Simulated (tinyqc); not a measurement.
Thermal, flicker and telegraph noise of a field-effect transistor: one step, computed by the program tinyqc.

Strong inversion, threshold roll-off and channel-length modulation left out; noise sources are uncorrelated and are given as one-sided spectral densities. The drain voltage is 50 mV.

Task: Flicker noise. C_ox = 3.9 eps_0/t; I = mu C_ox (W/L) V_ov V_D; g_m = I/V_ov; g_d0 = I/V_D. Tunnelling length lambda = hbar/(2 sqrt(2 m_ox phi)); flat-band noise S_Vfb = e^2 k_B T lambda N_t/(W L C_ox^2 f). Hooge: S_I = I^2 alpha_H/(f N), N = W L C_ox V_ov/e (the source-end density).

Inputs (values chosen for the exercise, modelled on a silicon n-channel):
```
quantity                        value         unit
width W                           200   micrometre
length L                         1900           nm
electrical oxide thickness t      3.5           nm
mobility mu                       130   cm^2/(V s)
overdrive V_ov                   0.37            V
oxide trap density N_t        1.5e+16  1/(eV cm^3)
oxide barrier phi                 2.9           eV
oxide mass m_ox                  0.36          m_0
Hooge parameter alpha_H       1.2e-05            -
frequency f                        20           Hz
temperature T                     200            K
```

Operating region: linear. Flicker model: Hooge.

drain current I = 249.7680 microampere

Constants: eps_0 = 8.8541878128e-12 F/m; hbar = 1.054571817e-34 J s; m_0 = 9.1093837015e-31 kg; e = 1.602176634e-19 C; k_B = 8.617333262e-05 eV/K.

Give: tunnelling length lambda; S_Vfb; flicker S_I; flicker S_I/I^2.

Result:

tunnelling length lambda = 0.9552 angstrom

S_Vfb = 8.568e-16 V^2/Hz

flicker S_I = 4.323e-21 A^2/Hz

flicker S_I/I^2 = 6.930e-14 1/Hz
